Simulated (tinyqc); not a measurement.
Worked calculation: current of a Schottky diode by thermionic-emission-diffusion theory, and its read-back from I-V-T and C-V data. Computed by tinyqc, a small Python program that keeps every step. Command: `OMP_NUM_THREADS=1 python tinyqc.py 3017016 3017017 out.jsonl schottky walk`. One thread of a shared host (Intel(R) Xeon(R) Processor @ 2.30GHz), about 0.01 s of CPU time with the checks. Intermediate numbers are printed to about 5 digits and carried at full precision; extremes and crossings named in words are read from the listed rows.

Full ionisation, no tunnelling, no recombination current. V is the voltage across the junction itself, forward positive.

Inputs (values chosen for the exercise, modelled on n-type Ga2O3):
```
quantity,value,unit
Richardson constant A*,33.9,A/(cm^2 K^2)
"effective density of states at 300 K, N_c",3.6e+18,1/cm^3
permittivity eps,10.2,-
mobility mu,110,cm^2/(V s)
barrier without image force phi_0,1.18,eV
doping N,4e+15,1/cm^3
series resistance R_s,1.3,milliohm cm^2
junction voltage V,0.52,V
temperature T,200,K
```

Barrier: uniform.

Constants: k_B = 8.617333262e-05 eV/K; e = 1.602176634e-19 C; eps_0 = 8.8541878128e-12 F/m.

## Barrier at the given bias

N_c(T) = N_c (T/300 K)^(3/2); V_bi = phi_0 - (k_B T/e) ln(N_c(T)/N); surface field F = sqrt(2 e N (V_bi - V - k_B T/e)/(eps eps_0)); image lowering d_phi = sqrt(e F/(4 pi eps eps_0)); effective barrier phi = phi_0 - d_phi.

built-in voltage V_bi = 1.0732 V

surface field F = 27.581 kV/cm

image lowering = 19.732 meV

effective barrier phi = 1.1603 eV

## Current

Collection velocity v_R = A* T^2/(e N_c(T)); diffusion velocity v_D = mu F; J = e N_c(T) v_R/(1 + v_R/v_D) exp(-phi/k_B T) [exp(e V/k_B T) - 1]. Terminal voltage V + J R_s.

v_R = 4.3190e+06 cm/s

v_D = 3.0339e+06 cm/s

current density J = 4.1094e-11 A/cm^2

terminal voltage = 0.52 V

v_D/v_R = 0.702: both steps matter.

## Read-back from the I-V curve

Ideality n = (e/k_B T)/(d ln J/dV) by a central difference of +/- 1 mV; J_0 = J exp(-e V/(n k_B T)); apparent barrier phi_IV = k_B T ln(A* T^2/J_0); a C-V plot gives phi_CV = phi_0, the mean without lowering.

ideality factor n = 1.0190

extrapolated J_0 = 5.6844e-24 A/cm^2

apparent barrier phi_IV = 1.1658 eV

phi_CV - phi_IV = 14.172 meV

n exceeds 1 because forward bias lowers the field, which weakens the image lowering and v_D.

## Temperature series and Richardson plot

A least-squares line of ln(J_0/T^2) against 1/(k_B T) gives a barrier (minus the slope) and a Richardson constant (exp of the intercept).

At the same junction voltage:
```
T (K),1/k_B T (1/eV),n,J_0 (A/cm^2),phi_IV (eV),ln(J_0/T^2)
200,58.023,1.0190,5.6844e-24,1.1658,-64.121
250,46.418,1.0238,5.6052e-18,1.1696,-50.766
300,38.682,1.0296,5.9056e-14,1.1735,-41.868
350,33.156,1.0370,4.6257e-11,1.1774,-35.513
400,29.011,1.0464,7.1326e-09,1.1811,-30.742
450,25.788,1.0588,3.7330e-07,1.1844,-27.019
```

barrier from the Richardson plot = 1.1507 eV

Richardson constant from the plot = 14.113 A/(cm^2 K^2)

From 200 to 450 K n goes from 1.019 to 1.059 and phi_IV from 1.166 to 1.184 eV. The plot returns 1.151 eV against phi_0 = 1.18 and a constant 0.416 times the true A*: the diffusion step lowers the prefactor.

## Forward curve with series resistance

Terminal voltage V + J R_s; apparent ideality from neighbouring rows, (e/k_B T) dV_terminal/d ln J.

Forward curve; the last column belongs to the interval up to the next row:
```
V (V),J (A/cm^2),terminal voltage (V),apparent n
0.260,1.4524e-17,0.26000,1.0137
0.361,4.7071e-15,0.36100,1.0158
0.462,1.5071e-12,0.46200,1.0188
0.562,4.4832e-10,0.56200,1.0231
0.663,1.3780e-07,0.66300,1.0301
0.764,4.0741e-05,0.76400,1.0435
0.865,1.1201e-02,0.86501,1.1147
0.966,2.5546e+00,0.96932,-
```

The resistance takes over where J R_s exceeds k_B T/e, at J = 13.3 A/cm^2, which these rows hardly reach.

Checks made by the program: v_D = mu F against the drift-diffusion integral over the parabolic barrier, a ratio 2 y Dawson(y) with y^2 = (V_bi - V)/(k_B T/e) - 1 (relative difference 2e-02).
